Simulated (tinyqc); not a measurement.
# Longitudinal sound in a periodic multilayer: transfer matrices, stop bands and folded phonons, step by step

A worked calculation. Computed by tinyqc, a small Python program that keeps every step. Command: `OMP_NUM_THREADS=1 python tinyqc.py 3002792 3002793 out.jsonl multilayer walk`. One thread of a shared host (Intel(R) Xeon(R) Processor @ 2.30GHz), about 0.01 s of CPU time with the checks. Intermediate numbers are printed to about 6 digits and carried at full precision; extremes and crossings named in words are read from the listed rows.

Layers 1 and 2 repeat with period d = d_1 + d_2; waves travel normal to the layers, without loss. State vector (u, s): displacement u and stress divided by omega. Impedances Z = rho v are in 1e6 kg/(m^2 s).

Inputs (values chosen for the exercise, modelled on silica (layer 1), titanium nitride (layer 2) and silica (substrate)):

| quantity | value | unit |
|---|---|---|
| density rho_1 | 2.21 | g/cm^3 |
| velocity v_1 | 6030 | m/s |
| thickness d_1 | 537 | nm |
| density rho_2 | 5.39 | g/cm^3 |
| velocity v_2 | 10100 | m/s |
| thickness d_2 | 926 | nm |
| substrate density | 2.23 | g/cm^3 |
| substrate velocity | 6090 | m/s |
| periods N | 8 | - |
| frequency f | 3.41 | GHz |

## Impedances, mean velocity and Bragg frequency

Z = rho v; interface reflection r = (Z_2 - Z_1)/(Z_2 + Z_1) (stress amplitude, from 1 into 2); Bragg frequency f_B = 1/[2 (d_1/v_1 + d_2/v_2)]; long-wave velocity v_eff = d/sqrt[(d_1/v_1)^2 + (d_2/v_2)^2 + (Z_1/Z_2 + Z_2/Z_1)(d_1/v_1)(d_2/v_2)].

Z_1 = 13.3263

Z_2 = 54.439

Z of the substrate = 13.5807

interface reflection r = 0.606693

Bragg frequency f_B = 2.76644 GHz

long-wave velocity v_eff = 6434.94 m/s

## Transfer matrix of one period

A layer maps (u, s) by [[cos p, sin p/Z], [-Z sin p, cos p]], p = 2 pi f d_i/v_i; one period is M = M_2 M_1, and cos(q d) = trace(M)/2.

phase p_1 = 1.90806 rad

phase p_2 = 1.96437 rad

M:
```
            1           2
1  -0.0864420  -0.0327697
2     21.4594    -3.43331
```

trace(M)/2 = -1.75988

|trace/2| > 1: f lies in a stop band, and the amplitude falls by a factor 3.208 a period.

## Transmission through N periods

For N periods A = M^N. A wave comes from a thick layer of material 1 and leaves into the substrate (Z_s): transmitted power T = 4 Z_1 Z_s/|Z_1 A_22 + Z_s A_11 - i (Z_1 Z_s A_12 - A_21)|^2, reflected power R = 1 - T.

A = M^N:
```
          1        2
1  -872.531  126.923
2  -83116.0  12090.5
```

transmitted power T = 2.15861e-08

T in decibel = -76.6583 dB

## The first stop band

Gap m contains m f_B; its edges, where trace(M)/2 = (-1)^m, are found by root search. Weak-contrast estimate of the width: (4 f_B/pi) |r sin(m pi a)|, a = (d_1/v_1)/(d_1/v_1 + d_2/v_2).

lower edge = 1.61846 GHz

upper edge = 3.91383 GHz

width/f_B = 82.9719 %

transmitted power at f_B = 6.81051e-10

Caution: so small a transmitted power at f_B holds only for perfect layers and strictly normal incidence.

## The first four gaps

The formulas are those given above.

Stop bands (GHz):

| m | lower edge | upper edge | width | weak-contrast estimate |
|---|---|---|---|---|
| 1 | 1.6185 | 3.9138 | 2.29537 | 2.13642 |
| 2 | 5.4845 | 5.5821 | 0.09762 | 0.09760 |
| 3 | 7.1536 | 9.4433 | 2.28976 | 2.13196 |
| 4 | 10.9691 | 11.1642 | 0.19511 | 0.19500 |

With a = 0.493, gap 1 is the widest and gap 2 the narrowest: the layers are near a quarter wave each at f_B, so the even gaps almost close. The weak-contrast estimate misses the first width by -6.9 % at |r| = 0.61. Odd gaps open at the edge of the folded zone (q = pi/d), even ones at its centre.

## Mirror strength against the number of periods

The formulas are those given above.

Transmitted power:

| N | T at f_B | T at f_B (dB) | T at f |
|---|---|---|---|
| 1 | 0.217051 | -6.63437 | 0.245199 |
| 2 | 0.0145466 | -18.3724 | 0.0254799 |
| 3 | 8.78253e-04 | -30.5638 | 0.00249053 |
| 4 | 5.26833e-05 | -42.7833 | 2.42137e-04 |
| 6 | 1.89423e-07 | -67.2257 | 2.28629e-06 |
| 8 | 6.81051e-10 | -91.6682 | 2.15861e-08 |
| 12 | 8.80391e-15 | -140.553 | 1.92424e-12 |
| 16 | 1.13808e-19 | -189.438 | 1.71532e-16 |
| 24 | 1.90179e-29 | -287.208 | 1.36307e-24 |

At f_B each further period removes 12.22 dB at large N, which is 20 log10 of the impedance ratio, 12.22 dB, as for a quarter-wave stack; 99 % reflection needs N = 3 among these rows. At f, in a stop band, T decays as well. Values below about 1e-6 belong to the ideal stack: roughness and scattering into other modes, left out here, set a floor in a real one.

Checks made by the program: trace against Rytov's formula cos p_1 cos p_2 - (1/2)(Z_1/Z_2 + Z_2/Z_1) sin p_1 sin p_2 (relative difference below 1e-10).
